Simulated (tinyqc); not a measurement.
Worked calculation: Pariser-Parr-Pople SCF with singles CI, for the molecule C=CC(=C)C=CCl (SMILES; centres numbered as the heavy atoms are written). One step of it, computed by the program tinyqc.

Problem. Iteration 2: orbitals and new P. Diagonalise F (the basis is taken as orthonormal) and form P = 2 sum c c over the lowest orbitals; 0.5 of the old P is kept.

F (eV), lower triangle:
```
            1C         2C         3C         4C         5C         6C         7Cl
1C   -5.490806
2C   -2.706729  -5.595749
3C   -0.072033  -4.358199  -7.317745
4C   -0.048667  -0.091570  -4.483815  -5.629990
5C    0.008041   1.059511  -3.634484  -0.485921  -5.439026
6C   -0.168689   0.052532  -0.072994  -0.165698  -2.831291  -5.737617
7Cl   0.030276  -0.023712   0.024947   0.050541  -0.040944  -2.295613  -16.673797
```

pi electrons, sum of z_r less the charge = 8

P after iteration 1, lower triangle:
```
            1C         2C         3C         4C        5C        6C       7Cl
1C    1.001746
2C    0.086011   1.037423
3C    0.027838   0.534381   1.400896
4C    0.026680   0.035382   0.568567   0.312643
5C   -0.003479  -0.409367   0.337924   0.187786  1.220227
6C    0.103472  -0.028799   0.028212   0.071692  0.119855  1.059355
7Cl  -0.021879   0.016500  -0.013556  -0.030778  0.015543  0.168890  1.967711
```

Give: orbital energies; P after iteration 2.

Solution.

orbital energies (eV): -17.1745  -13.8894  -8.7580  -6.7550  -3.8385  -2.9632  1.4938

P after iteration 2, lower triangle:
```
          1C       2C       3C       4C       5C      6C     7Cl
1C    1.0012
2C    0.4635   1.0325
3C    0.0124   0.5056   1.2646
4C   -0.2219   0.0218   0.6774   0.5609
5C   -0.0347  -0.3144   0.3544   0.1417   1.1153
6C    0.1788  -0.0763   0.0012  -0.1312   0.5019  1.0542
7Cl  -0.0351   0.0238  -0.0093   0.0138  -0.0616  0.1617  1.9712
```
